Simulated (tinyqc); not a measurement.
From zero-force diffusivity D0 back to temperature T: kinetic Monte Carlo and master equation for a particle on a ring of sites with traps and bias. Computed by tinyqc, a small Python program. Command: `OMP_NUM_THREADS=1 python tinyqc.py 3019088 3019089 out.jsonl kmc inv`. One thread of a shared host (Intel(R) Xeon(R) Processor @ 2.30GHz), about 0.02 s of CPU time with the checks.

6 sites on a ring, numbered 1 to 6. The saddle between i and i+1 lies at E0 + s b_i and site i at s eps_i; a force F tilts the landscape, with the saddle half-way.

Inputs (values chosen for the exercise, for a model defect):

| quantity | value | unit |
|---|---|---|
| reference barrier E0 | 0.89 | eV |
| scale factor s of the disorder | 1 | - |
| attempt frequency nu | 1.9 | THz |
| site spacing a | 3.9 | angstrom |
| force F along the ring | 0.026 | eV/angstrom |

Disorder: random barriers.

site energies eps_i (eV): 0  0  0  0  0  0

saddle shifts b_i between sites i and i+1 (eV): -0.052  0.038  0.063  -0.092  -0.079  -0.049

Constants: k_B = 8.617333262e-05 eV/K.

Method. At zero force D0 = a^2 nu exp(-E0/(k_B T)) / [<exp(-s eps/(k_B T))> <exp(s b/(k_B T))>], with means over the ring; Einstein relation v = D0 F/(k_B T); 1 angstrom = 1e-8 cm.

Problem. A run gave the result below. Find the temperature T, known to lie between 720 and 1300 K.

zero-force diffusivity D0 = 2.107284e-08 cm^2/s

Solution.

Each step takes the trial c = (a f_b - b f_a)/(f_b - f_a), f being the result less the target and a, b, c the logarithms of the listed values; c replaces end b, the old b replaces a if the sign of f changed, and otherwise f_a is halved.

Scan of the range:

| temperature T (K) | zero-force diffusivity D0 (cm^2/s) |
|---|---|
| 720 | 1.70311e-09 |
| 795 | 6.83629e-09 |
| 877 | 2.36697e-08 |
| 967 | 7.22427e-08 |
| 1070 | 2.04855e-07 |
| 1180 | 5.08180e-07 |
| 1300 | 1.14551e-06 |

False position (Illinois rule, in the logarithm of the input) inside the bracket:

| step | end a | end b | trial | zero-force diffusivity D0 (cm^2/s) |
|---|---|---|---|---|
| 1 | 795.000 | 877.000 | 863.819 | 1.97038e-08 |
| 2 | 877.000 | 863.819 | 868.347 | 2.09984e-08 |
| 3 | 877.000 | 868.347 | 868.814 | 2.11359e-08 |
| 4 | 868.347 | 868.814 | 868.600 | 2.10727e-08 |
| 5 | 868.814 | 868.600 | 868.600 | 2.10728e-08 |
| 6 | 868.814 | 868.600 | 868.600 | 2.10728e-08 |
| 7 | 868.600 | 868.600 | 868.600 | 2.10728e-08 |

Zero-force diffusivity D0 rises at every point of a 13-point scan of the range (every second point is shown), so one value fits; it is bracketed by 795 and 877. Answer: temperature T = 868.6 K.
